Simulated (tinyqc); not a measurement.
Thermophotovoltaic cell, detailed-balance limit: one step of the calculation.

Every photon above the gap Eg makes one pair and none below is absorbed; carriers thermalise at T and move without loss. Jsc = q F Phi(Eg, Ts); the dark current is J0 = q ge Phi(Eg, T)/ERE with the Boltzmann factor exp(V/Vt). Photons below the gap return to the emitter with reflectance Rf, and the efficiency is the electrical power over the radiant power not returned (luminescence back to the emitter is not credited).

Question. Maximum power point by substitution. v = Vmp/Vt solves (1 + v) exp(v) = 1 + Jsc/J0; v(new) = ln[(1 + Jsc/J0)/(1 + v)].

v at the start = 0
Jsc = 47.892270 mA/cm^2
J0 = 2.5842927e-15 mA/cm^2

Wanted: v after iteration 1.

Answer.

v after iteration 1 = 37.46

Computed by the program tinyqc: `OMP_NUM_THREADS=1 python tinyqc.py 2820110 2820111 out.jsonl`, one thread of a shared Intel Xeon 2.30GHz, about 0.01 s for the whole run.
